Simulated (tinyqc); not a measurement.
Trading HF for NH4F at fixed fluoride: speciation in dilute and buffered hydrofluoric acid, oxide etch rate and bath loading. Computed by tinyqc, a small Python program. Command: `OMP_NUM_THREADS=1 python tinyqc.py 3120771 3120772 out.jsonl hfetch walk`. One thread of a shared host (Intel(R) Xeon(R) Processor @ 2.30GHz), about 0.01 s of CPU time with the checks.

Concentrations stand for activities, NH4+ and Cl- are spectators, and water ionisation is neglected. H, F and HF2 denote the ions H+, F- and HF2-. The base temperature is 298 K.

Inputs (values chosen for the exercise, of the order of those for thermal oxide at room temperature): HF added = 0.06 mol/L; NH4F added = 0 mol/L; K1 = [H][F]/[HF] = 0.000724 mol/L; K2 = [HF2]/([HF][F]) = 3.55 L/mol; K3 = [H2F2]/[HF]^2 = 2.82 L/mol; rate constant of neutral HF k_a = 12 nm L/(min mol); rate constant of HF2 k_b = 48 nm L/(min mol).

Method:
- Fluoride balance: [HF] + [F] + 2 [HF2] + 2 [H2F2] = HF added + NH4F added. Acid balance: [H] + [HF] + [HF2] + 2 [H2F2] = HF added + HCl added. For a trial [H], [HF] = [H][F]/K1, and the fluoride balance is a quadratic in [F].
- Rate = k_a ([HF] + 2 [H2F2]) + k_b [HF2], an empirical two-term form.
- Total fluoride is held at HF + NH4F added, without HCl; x is the share added as HF.

Against x:
```
x         pH  [F] (mol/L)  [HF] (mol/L)  [HF2] (mol/L)  rate (nm/min)
0.05  4.5045     0.056541      0.002444      0.0004906        0.05329
0.15  3.9742     0.049815      0.007302      0.0012913        0.15321
0.30  3.5834     0.040194      0.014488      0.0020673        0.28729
0.40  3.3897     0.034085      0.019192      0.0023223        0.36671
0.50  3.2142     0.028225      0.023807      0.0023855        0.43855
0.60  3.0431     0.022632      0.028303      0.0022739        0.50300
0.75  2.7721     0.014860      0.034692      0.0018301        0.58560
0.90  2.4559     0.008314      0.040199      0.0011865        0.64871
1.00  2.2233     0.005190      0.042867      0.0007898        0.67667
```

[HF2] is largest at x = 0.5 and the rate at x = 1 among these rows; HF2 needs both HF and F.

Extremes, crossings and ranges named in words are read from the listed rows.
